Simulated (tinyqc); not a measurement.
Worked calculation: metal-induced gap states at the contact of a metal chain and a two-band chain. Values are carried at full precision from step to step, so a last printed digit may differ when a step is redone from the rounded ones.

The semiconductor alternates sites A at -Eg/2 and C at +Eg/2 with hopping -t; the gap runs from -Eg/2 to Eg/2. In the gap cosh(q a) = 1 + (Eg^2/4 - E^2)/(2 t^2) and the amplitude changes by -exp(-q a) a period. The metal has site energy 0 and hopping -tm; its end site has g_m = (E - i sqrt(4 tm^2 - E^2))/(2 tm^2). Sites 1, 2, ... count into the semiconductor, with energies e1, e2 alternating. The clean half chain has g1 = 1/(E - e1 - t^2 g2), g2 = 1/(E - e2 - t^2 g1), decaying root. With the contact G11 = 1/(1/g1 - tc^2 g_m), and the density on site j is -Im G_jj/pi = |psi_j/psi_1|^2 (-Im G11/pi), per spin, with psi_2/psi_1 = -t g2, psi_3/psi_2 = -t g1.

Constants: e^2/(4 pi eps0) = 14.39964547 eV angstrom.

Values chosen for the exercise (gap and optical dielectric constant near those of Si; the chain itself is a model; shifted at random, so the results belong to these values and not to a real crystal): Eg = 1.15 eV (gap); t = 3 eV (hopping in the semiconductor); a = 3.84 angstrom (period (two sites); one chain for each area a^2); E = 0.08 eV (energy from mid-gap); tm = 1.8 eV (hopping in the metal); tc = 2.72 eV (hopping across the contact); end = A (site that touches the metal); eps = 11.7 (dielectric constant).

## Decay in the gap

Form cosh(q a), l = exp(-q a), q and the decay length 1/(2q) of the density.

cosh(q a) = 1.01801
l = 0.82736
q = 0.04935 1/angstrom
xi, the decay length of the density = 10.131 angstrom

## Green functions

The decaying root is g1 = (1 - l)/(E - e1), g2 = (1 - l)/(E - e2), l = exp(-q a). Form them, g_m and G11.

g1, g2 (1/eV): 0.26358  -0.34877

g_m = 0.01235-0.55542i 1/eV
G11 = 0.12102-0.13431i 1/eV

## Density site by site

D1 = -Im G11/pi, D2 = (t g2)^2 D1, and each further period multiplies by l^2. The sum over all sites is (D1 + D2)/(1 - l^2). The Green functions stand in the order g1, g2.

density on sites 1 to 8 (1/eV): 0.04275  0.04680  0.02926  0.03204  0.02003  0.02193  0.01371  0.01501

Ds, the density per spin summed over the semiconductor = 0.28387 1/eV

The first period holds 32 % of the gap states at this energy.

## Pinning factor

Gap states per area N = 2 Ds/a^2 (two spins). Charge in them sits a distance xi from the metal, so S = 1/(1 + 4 pi e^2 N xi/eps), e^2 meaning e^2/(4 pi eps0); S is the change of the barrier per change of the metal work function.

N = 3.850e+14 1/(eV cm^2)
4 pi e^2 N xi/eps = 6.0328
S = 0.1422

Strong pinning, near the Bardeen limit S = 0.

## Checks

- g1 from the closed form against decimation: both 0.263577.

Program tinyqc; command `OMP_NUM_THREADS=1 python tinyqc.py 1482415 1482416 out.jsonl`; about 0.01 s on one thread of a shared Intel(R) Xeon(R) Processor @ 2.30GHz.
